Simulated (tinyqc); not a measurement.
Octagonal on-chip spiral inductor, lumped pi model: one step of the calculation.

Outer diameter do = di + 2 n wd + 2 (n - 1) sp, mean da = (do + di)/2, fill p = (do - di)/(do + di), length l = 3.314 n da. L = 2.25 mu0 n^2 da/(1 + 3.55 p), mu0 = 4 pi 1e-7 H/m. Rs = rho l/(wd delta (1 - exp(-th/delta))), delta = sqrt(rho/(pi f mu0)). Cs = n wd^2 eps0 eo/hu across the coil. At each end Cox = l wd eps0 eo/(2 ho) leads to the substrate branch Rsi = 2 rs he/(l wd) in parallel with Csi = l wd eps0 11.7/(2 he). With one end grounded Y = 1/(Rs + i w L) + i w Cs + 1/[1/(i w Cox) + 1/(1/Rsi + i w Csi)], w = 2 pi f; Q = -Im Y/Re Y. Eddy currents in neighbouring turns and in the substrate are left out.

Problem. Admittance, quality factor and apparent inductance. Series branch 1/(Rs + i w L), substrate branch, total Y, Q = -Im Y/Re Y, apparent inductance Im(1/Y)/w, metal-only value w L/Rs, share of the loss in the substrate Re(substrate branch)/Re Y.

Inputs (values chosen for the exercise): frequency f = 1.8 GHz.

L = 2.5960694 nH
Rs = 2.2774933 ohm
Cs = 31.784522 fF
Cox = 60.403687 fF
Rsi = 19942.183 ohm
Csi = 51.947171 fF

Give: series branch; substrate branch; Y; Q; apparent inductance; w L/Rs; share of the loss in the substrate.

Solution.

series branch = 2.626-33.855i mS
substrate branch = 0.01447+0.31644i mS
Y = 2.641-33.179i mS
Q = 12.565
apparent inductance = 2.6481 nH
w L/Rs = 12.892
share of the loss in the substrate = 0.54806 %

Q is 97.5 % of the metal-only value.

Computed by the program tinyqc: `OMP_NUM_THREADS=1 python tinyqc.py 2302005 2302006 out.jsonl`, one thread of a shared Intel Xeon 2.30GHz, about 0.01 s for the whole run.
